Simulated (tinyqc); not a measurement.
Power iteration on a symmetric matrix, step by step. Computed by tinyqc, a small Python program that keeps every step. Settings: method = power, shift = 1.29. Command: `OMP_NUM_THREADS=1 python tinyqc.py 31220 31221 out.jsonl` (the two numbers bound the seeds that draw the settings). One thread of a shared host (Intel(R) Xeon(R) Processor @ 2.60GHz), about 0.01 s of CPU time with the checks.

A:
```
[[1.4860, 0.3170, -0.5020, -0.1580, -0.9860, -0.1200],
 [0.3170, 2.1440, -0.3990, 0.1260, 0.6670, 0.6830],
 [-0.5020, -0.3990, 4.3520, -0.3040, 0.3730, 0.3920],
 [-0.1580, 0.1260, -0.3040, 4.5490, 0.3500, -0.3990],
 [-0.9860, 0.6670, 0.3730, 0.3500, 4.6200, -0.1620],
 [-0.1200, 0.6830, 0.3920, -0.3990, -0.1620, 4.9670]]
```

Stop when the residual |A v - lambda v| is below 1e-9.

Steps:
```
step    lambda  residual
1     5.063120  5.88e-01
2     5.197404  3.45e-01
3     5.251138  2.69e-01
4     5.283853  2.15e-01
5     5.304641  1.74e-01
6     5.318361  1.44e-01
7     5.327886  1.23e-01
8     5.334914  1.09e-01
9     5.340456  9.89e-02
10    5.345123  9.29e-02
11    5.349284  8.93e-02
12    5.353167  8.75e-02
13    5.356910  8.67e-02
14    5.360597  8.65e-02
15    5.364277  8.67e-02
16    5.367977  8.71e-02
17    5.371708  8.76e-02
18    5.375473  8.80e-02
19    5.379269  8.83e-02
20    5.383089  8.85e-02
21    5.386922  8.86e-02
22    5.390756  8.86e-02
23    5.394579  8.84e-02
24    5.398377  8.80e-02
25    5.402137  8.75e-02
26    5.405847  8.68e-02
27    5.409493  8.60e-02
28    5.413065  8.51e-02
29    5.416552  8.40e-02
30    5.419944  8.27e-02
```

Can the last value be used, and what does the course show?

Not by the stop rule. Not converged in 30 steps: the residual falls only by the ratio of the two largest distances of eigenvalues from the shift, 0.96 a step. all eigenvalues, for comparison: [0.9244, 1.9522, 3.9446, 4.5201, 5.2998, 5.4769].
